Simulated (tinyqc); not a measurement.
# Changing the thickness W

Model: photoconductance decay in a wafer: bulk and surface recombination modes, and iron detection by pair splitting. Computed by tinyqc, a small Python program. Command: `OMP_NUM_THREADS=1 python tinyqc.py 3110214 3110215 out.jsonl pcd sweep`. One thread of a shared host (Intel(R) Xeon(R) Processor @ 2.30GHz), about 0.03 s of CPU time with the checks.

Both faces of the wafer have the same S; injection is low and all coefficients are constant. x runs from -W/2 to W/2.

Inputs (values chosen for the exercise, modelled on p-type silicon): diffusivity D = 32.7 cm^2/s; bulk lifetime tau_b without iron = 1400 microsecond; surface recombination velocity S = 5600 cm/s.

Method. Even modes cos(a x) obey b tan b = S W/(2 D) with b = a W/2, odd modes sin(a x) obey -b cot b = S W/(2 D); each decays at the rate 1/tau_b + D a^2. tau_eff is the decay time of the first mode. The surface time is 1/(D a^2) of that mode; shortcuts for it are W/(2 S), W^2/(pi^2 D) and their sum, whose error is sum/surface time - 1.

One run for each value:
```
thickness W (micrometre)  tau_eff (microsecond)  surface time (microsecond)  tau_eff/tau_b
20                                   1.8885e-01                  1.8888e-01     1.3489e-04
36                                   3.5500e-01                  3.5509e-01     2.5357e-04
63                                   6.6654e-01                  6.6685e-01     4.7610e-04
110                                  1.3049e+00                  1.3061e+00     9.3207e-04
200                                  2.8793e+00                  2.8852e+00     2.0567e-03
360                                  6.8510e+00                  6.8847e+00     4.8936e-03
630                                  1.6966e+01                  1.7175e+01     1.2119e-02
1100                                 4.4358e+01                  4.5810e+01     3.1684e-02
2000                                 1.2628e+02                  1.3880e+02     9.0200e-02
```

Describe and explain the trends.

Over the rows, tau_eff (microsecond) rises from 0.189 to 126 (exponent d ln y / d ln x 1.1 between the first rows and 1.7 between the last); surface time (microsecond) rises from 0.189 to 139 (exponent d ln y / d ln x 1.1 between the first rows and 1.9 between the last); tau_eff/tau_b rises from 1.35e-4 to 0.0902 (exponent d ln y / d ln x 1.1 between the first rows and 1.7 between the last). Plotting 1/tau_eff against 1/W separates bulk and surface while W/(2 S) is the larger part of the surface time.
